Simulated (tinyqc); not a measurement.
MOSFET in the linear regime without short-channel effects, parameter extraction from computed curves: two steps of the calculation.

Inversion charge Q = Cox n Vt W0(exp((Vg - VT)/(n Vt))), W0 the Lambert function and n = nf; u = Q/Cox; mobility mu = mu0/(1 + th1 u + th2 u^2); channel resistance Rch = (L - dL)/(W mu Q); Id = Vd/(Rch + Rsd/W). Cox = eps0 eox/tox. Small Vd, no channel-length or drain effects.

Parameters, values chosen for the exercise; channel values of the order met in silicon transistors:
- T = 300 K (temperature)
- eox = 3.9 (relative permittivity of the gate insulator (close to silicon dioxide))
- tox = 1.4 nm (insulator thickness)
- mu0 = 88 cm^2/(V s) (low-field mobility)
- th1 = 0.42 1/V (first mobility attenuation factor)
- th2 = 0 1/V^2 (second mobility attenuation factor)
- VT = 0.29 V (threshold voltage)
- nf = 1.13 (body factor)
- W = 1 um (gate width)
- L = 1 um (drawn gate length)
- dL = 0.012 um (drawn less effective length)
- Rsd = 170 ohm um (source plus drain resistance)
- Vd = 0.05 V (drain voltage)

Constants: q = 1.602176634e-19 C, kB = 1.380649e-23 J/K, Vt = kB T/q, eps0 = 8.8541878128e-14 F/cm where lengths are in cm. Results are converted to the units shown.

Question 1. Transfer curve. u, mu, Rch and Id as defined.

Vg, point 0 to 9 (V): -0.01  0.14  0.29  0.44  0.59  0.74  0.89  1.04  1.19  1.34

Find: u; mu; Rch; Id.

Answer 1.

```
point     u (V)  mu (cm^2/(V s))  Rch (ohm)   Id (uA)
0      1.013e-6            88.00    4.494e9  1.113e-5
1      1.710e-4            87.99    2.662e7  0.001878
2       0.01657            87.39    2.767e5    0.1806
3        0.1110            84.08    4.292e4     1.160
4        0.2386            79.98    2.099e4     2.363
5        0.3754            76.01    1.404e4     3.519
6        0.5161            72.32    1.073e4     4.587
7        0.6590            68.92       8819     5.562
8        0.8032            65.80       7579     6.452
9        0.9483            62.93       6712     7.266
```

Question 2. The Y function. Y_i = Id_i/sqrt(gm_i). For Id = beta Vd x/(1 + th x), x = Vg - VT, Y = sqrt(beta Vd) x whatever th. Slope s from points 5 and 8; VT_Y = Vg - Y/s at point 8; beta = s^2/Vd; mobility beta L/(W Cox) with the drawn L; th* = (beta Vd x/Id - 1)/x at point 8.

```
point  Vg (V)       Id (uA)
0       -0.01  1.1126477e-5
1        0.14  0.0018783947
2        0.29    0.18062093
3        0.44     1.1603995
4        0.59     2.3634243
5        0.74     3.5194197
6        0.89     4.5865886
7        1.04     5.5621616
8        1.19     6.4524338
9        1.34     7.2657327
```

gm, point 1 to 8 (uS): 0.60203267  3.8617369  7.2760113  7.8634008  7.4105476  6.8091396  6.2194841  5.6785705

Wanted: Y; s; VT_Y; beta; mobility from Y; th*.

Answer 2.

Y, point 1 to 8 (uA^0.5 V^0.5): 0.002421  0.09191  0.4302  0.8428  1.293  1.758  2.230  2.708
s = 3.144 uA^0.5 V^-0.5
VT_Y = 0.3288 V
beta = 197.7 uA/V^2
mobility from Y = 80.16 cm^2/(V s)
th* = 0.3709 1/V

The mobility from Y is 10 % below mu0 L/(L - dL) = 89.1 cm^2/(V s), which it should reach in deep inversion when th2 = 0.

Program tinyqc, `OMP_NUM_THREADS=1 python tinyqc.py 2210099 2210100 out.jsonl`; Intel Xeon 2.30GHz, shared host, one thread, about 0.01 s.
